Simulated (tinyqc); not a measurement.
Raising U: Hubbard chain of 6 sites, mean field against exact. Computed by the program tinyqc. Collinear unrestricted mean field (the lowest of 40 random starts) against exact diagonalisation.

one-body matrix (hopping and site energies) (eV):
```
         1        2        3        4        5        6
1   0.5900  -1.9000   0.0000   0.0000   0.0000   0.0000
2  -1.9000  -0.1200  -1.9000   0.0000   0.0000   0.0000
3   0.0000  -1.9000   0.2200  -1.9000   0.0000   0.0000
4   0.0000   0.0000  -1.9000   0.3800  -1.9000   0.0000
5   0.0000   0.0000   0.0000  -1.9000  -0.2400  -1.9000
6   0.0000   0.0000   0.0000   0.0000  -1.9000  -0.5000
```

electrons, up and down: 3  3

Exact and mean-field results (eV):

| U | U/t | E exact | E mean field | mean \|n_up - n_down\| | double occupancy, exact | first gap in the sector |
|---|---|---|---|---|---|---|
| 0.950 | 0.500 | -11.69154 | -11.62880 | 0.000 | 0.231 | 1.492 |
| 1.900 | 1.000 | -10.44339 | -10.18807 | 0.000 | 0.207 | 1.340 |
| 3.800 | 2.000 | -8.35228 | -7.41351 | 0.387 | 0.161 | 1.097 |
| 5.700 | 3.000 | -6.75549 | -5.45395 | 0.668 | 0.121 | 0.908 |
| 7.600 | 4.000 | -5.56052 | -4.19051 | 0.801 | 0.090 | 0.762 |
| 11.400 | 6.000 | -3.98263 | -2.77001 | 0.909 | 0.052 | 0.563 |
| 15.200 | 8.000 | -3.03219 | -2.01715 | 0.948 | 0.033 | 0.440 |
| 22.800 | 12.000 | -1.98017 | -1.24515 | 0.977 | 0.016 | 0.303 |
| 38.000 | 20.000 | -1.07904 | -0.61824 | 0.992 | 0.006 | 0.185 |

What does the comparison show, and why?

In absolute terms mean field is worst at U/t = 4.0, 1.370 eV too high: at small U it is nearly exact, and at large U it misses only exchange-scale energies. Its local moments set in at U/t = 2.0 of those listed, a broken symmetry that the exact state of a finite cluster with equal spins does not have. Relative to the exact energy its error is 0.5 % at the smallest U, 43 % at most and 43 % at the largest. The double occupancy falls from 0.231 to 0.006.
